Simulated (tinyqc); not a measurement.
# Memristor with linear dopant drift, Biolek window: effect of the window exponent on the first half period

A film of thickness D has a doped share x: R = Ron x + Roff (1 - x), i = v/R, dx/dt = k i F with k = mv Ron/D^2 and F = 1 - x^(2 p) for i >= 0 and 1 - (x - 1)^(2 p) for i < 0. The drive is v = V0 sin(2 pi f t). The model has no threshold and no heating.

The equation is integrated to convergence over the first half period; the lobe area is the integral of i dv, down branch less up branch.

Parameters, values chosen for the exercise:

| symbol | value | unit | meaning |
|---|---|---|---|
| Ron | 100 | ohm | resistance of the fully doped film |
| Roff | 40000 | ohm | resistance of the undoped film |
| D | 15 | nm | film thickness |
| mv | 9.5e-15 | m^2/(V s) | dopant mobility |
| x0 | 0.2 |  | doped share at t = 0 |
| V0 | 1.1 | V | amplitude |
| f | 0.34 | Hz | frequency |

Results:
```
p   x at half period  R0/R(half period)  peak i (uA)  lobe area (uW)
1             0.3377              1.207        37.65           2.593
2             0.3487              1.227        37.87           2.838
5             0.3498              1.229        37.89           2.860
8             0.3498              1.229        37.89           2.860
12            0.3498              1.229        37.89           2.860
```

Estimate the missing row, p = 3.

Computed row:
```
p  x at half period  R0/R(half period)  peak i (uA)  lobe area (uW)
3            0.3497              1.229        37.89           2.858
```

With this row back in the table: As p goes from 1 to 12, x at half period rises from 0.338 to 0.350, the resistance ratio rises from 1.21 to 1.23 and the lobe area rises from 2.59 to 2.86 uW.

tinyqc, about 0.3 s, one thread, Intel Xeon 2.30GHz (shared host): `OMP_NUM_THREADS=1 python tinyqc.py 2880149 2880150 out.jsonl`
